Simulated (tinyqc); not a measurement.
What each parameter of the potential does: deformation potentials from a strained empirical pseudopotential.

Diamond lattice, no spin-orbit coupling. Atomic form factor V(q) = a1 (q^2 - a2)/(a3 exp(a4 q^2) - 1) in rydberg with q in 1/bohr, for the unstrained cell. Under a strain e the reciprocal vectors and k go over into (1 + e)^(-1) G, the atoms sit at +/- tau with tau = (1 + e) a (1,1,1)/8 - zeta a (eyz, ezx, exy)/4, and H(G,G') = c |k + G|^2 delta + (V(q)/det(1 + e)) cos(q.tau), q = G - G', with the term q = 0 left out; c = hbar^2/2m0. The basis is fixed before straining: all G with |k + G|^2 up to 16 (2 pi/a)^2. k is given in units of 2 pi/a of the unstrained cell.

Constants: hbar^2/2m0 = 3.80998211 eV angstrom^2; Ry = 13.60569312 eV; a0 (Bohr radius) = 0.5291772105 angstrom.

Values chosen for the exercise (near those of Si; the results hold for these values, not for the real material):
- a = 5.442 angstrom (lattice constant)
- a1 = 0.533
- a2 = 2.202
- a3 = 2.034
- a4 = 0.492
- kD = 0.82 2 pi/a (position of the Delta minimum)

Gaps from the valence top to level 8 at Gamma and level 5 at (kD,0,0) and L, and their deformation potentials [E(+h) - E(-h)]/(3 ln((1 + h)/(1 - h))) for e = +/- h 1, h = 0.002. The row for the lattice constant keeps V(q) without the volume factor, so it is not a strain.

One parameter was then changed.

Results before and after:
```
case     Gamma (eV)  Delta (eV)  L (eV)  potential Gamma (eV)  potential Delta (eV)  potential L (eV)
base          3.956       1.201   2.000                 -8.81                  2.64             -1.91
changed       3.837       1.276   1.996                 -8.88                  2.58             -1.94
```

Which of these changes was made? (a) a2 = 2.224; (b) a1 = 0.528; (c) a = 5.388 angstrom; (d) a3 = 2.014; (e) a4 = 0.497.

Answer: (a) a2 = 2.224. Of the candidates, run in turn, only this one gives the changed row.

All candidates:
```
case                Gamma (eV)  Delta (eV)  L (eV)  potential Gamma (eV)  potential Delta (eV)  potential L (eV)
base                     3.956       1.201   2.000                 -8.81                  2.64             -1.91
a = 5.388 angstrom       4.082       0.902   1.897                 -8.51                  2.94             -1.73
a1 = 0.528               3.915       1.133   1.950                 -8.73                  2.64             -1.89
a2 = 2.224               3.837       1.276   1.996                 -8.88                  2.58             -1.94
a3 = 2.014               4.002       1.295   2.065                 -8.90                  2.64             -1.91
a4 = 0.497               3.864       1.115   1.924                 -8.64                  2.71             -1.83
```

Run: tinyqc, `OMP_NUM_THREADS=1 python tinyqc.py 1880898 1880899 out.jsonl`; Intel(R) Xeon(R) Processor @ 2.30GHz, one thread, shared host; about 0.2 s of CPU time with all checks.
